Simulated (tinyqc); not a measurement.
# Grain-boundary trapping model (Seto) of a polycrystalline semiconductor film, step by step

A worked calculation. Computed by tinyqc, a small Python program that keeps every step. Command: `OMP_NUM_THREADS=1 python tinyqc.py 3005396 3005397 out.jsonl poly walk`. One thread of a shared host (Intel(R) Xeon(R) Processor @ 2.30GHz), about 0.01 s of CPU time with the checks. Intermediate numbers are printed to about 7 digits and carried at full precision; extremes and crossings named in words are read from the listed rows.

Grains of equal size L are joined by thin boundaries with one trap level. Trapped carriers deplete a width W on each side and raise a barrier, crossed by thermionic emission. Dopants are fully ionised, statistics are non-degenerate and mu_g does not depend on T.

Inputs (values chosen for the exercise, modelled on polycrystalline ZnO):
```
quantity                                     value        unit
permittivity eps                               8.3           -
effective mass m                              0.25         m_0
effective density of states at 300 K, N_c  3.7e+18      1/cm^3
grain size L                                    20          nm
trap density Q_t                           8.2e+11      1/cm^2
trap level E_t below the band edge            0.22          eV
doping N                                   5.4e+16      1/cm^3
mobility inside the grains mu_g                 95  cm^2/(V s)
temperature T                                  200           K
```

Grain interior: resistance included.

Constants: e = 1.602176634e-19 C; eps_0 = 8.8541878128e-12 F/m; k_B = 8.617333262e-05 eV/K; m_0 = 9.1093837015e-31 kg; k_B = 1.380649e-23 J/K.

## Critical doping

If all traps fill, the grain is just depleted at N* = Q_t/L, with the barrier e Q_t L/(8 eps eps_0).

N* = 4.10e+17 1/cm^3

barrier at N* with all traps filled = 0.04469279 V

The traps stay filled only while e V_B is below E_t - k_B T ln(N_c(T)/N*) = 0.193 eV. The barrier above stays below that, so nearly all traps can fill.

## Barrier

N_c(T) = N_c (T/300 K)^(3/2). Filled traps Q = Q_t/(1 + (1/2) exp((E_t* - E_F)/k_B T)), where E_t* = e V_B - E_t and E_F are counted from the band edge at the grain centre. Partial depletion: Q = 2 N W, V_B = e N W^2/(2 eps eps_0), E_F = k_B T ln(N/N_c); solve for W. If that W would exceed L/2 the grain is fully depleted: W = L/2, Q = N L, and E_F follows from the trap equation. Centre density n_0 = N_c exp(E_F/k_B T).

depletion width W = 10 nm

barrier V_B = 0.005886367 V

E_F = -0.2585635 eV

centre density n_0 = 6.145433e+11 1/cm^3

The grain is fully depleted, and n_0 is 1.14e-5 of N.

## Resistivity and effective mobility

Boundary: sigma_b = L e^2 n_0 exp(-e V_B/k_B T)/sqrt(2 pi m k_B T); drift through the grain, depleted parts included: rho_g = [(1 - 2W/L) + (2W/L) int_0^1 exp(y^2 s^2) ds]/(e n_0 mu_g); rho = 1/sigma_b + rho_g. Mean carrier density n_av = n_0 [(1 - 2W/L) + (2W/L) (sqrt(pi)/2) erf(y)/y], y = sqrt(e V_B/k_B T); effective mobility 1/(e n_av rho).

boundary resistivity = 28034.17 ohm cm

drift resistivity rho_g = 120435.7 ohm cm

resistivity rho = 148469.9 ohm cm

mean carrier density = 5.512016e+11 1/cm^3

effective mobility = 76.26771 cm^2/(V s)

A single crystal with the same N and mu_g would have 1.22 ohm cm, a factor 122000 lower.

## Activation energy

E_a = d ln(rho)/d(1/k_B T) from T - 5 K and T + 5 K; temperature coefficient d ln(rho)/dT.

activation energy E_a = 0.2411811 eV

temperature coefficient = -7.001351 %/K

E_a is close to the trap depth E_t = 0.22 eV, since carriers must leave the traps.

## Against the doping

The formulas are those given above.

The same film:
```
N (1/cm^3)    W (nm)     V_B (V)  mean density (1/cm^3)  mobility (cm^2/(V s))  rho (ohm cm)
1.20e+16    10.00000  0.00130808           9.134031e+10               79.39224  8.606947e+05
4.10e+16    10.00000  0.00446928           3.814108e+11               77.35081  2.115591e+05
1.00e+17    10.00000  0.01090068           1.440242e+12               71.69369  6.044680e+04
2.00e+17    10.00000  0.02180136           6.800201e+12               58.88434  1.558720e+04
3.30e+17    10.00000  0.03597224           5.632835e+13               40.57690  2.730761e+03
4.90e+17     8.36692  0.03739216           3.175046e+17               36.99749  5.313336e-01
8.20e+17     4.99994  0.02234582           6.948566e+17               55.61614  1.615078e-01
1.60e+18     2.56249  0.01145245           1.524758e+18               69.59938  5.881434e-02
4.10e+18     1.00000  0.00446927           4.067155e+18               76.55944  2.004473e-02
1.60e+19     0.25625  0.00114525           1.599110e+19               79.22793  4.926438e-03
```

The barrier peaks among these rows at N = 4.9e17 (0.037 V) and the mobility has its minimum at 4.9e17; N* is 4.1e17. While the grain is fully depleted (W = L/2) V_B grows as N; once all traps are filled it falls as 1/N (last exponent -1.00). Partly depleted rows (W < L/2) with e V_B below 2 k_B T stretch the depletion approximation. Where N approaches N_c the non-degenerate statistics fail. rho drops most steeply, as N^-21.6, between 3.3e17 and 4.9e17.

Checks made by the program: charge in the traps against the depleted charge (relative difference 2e-10).
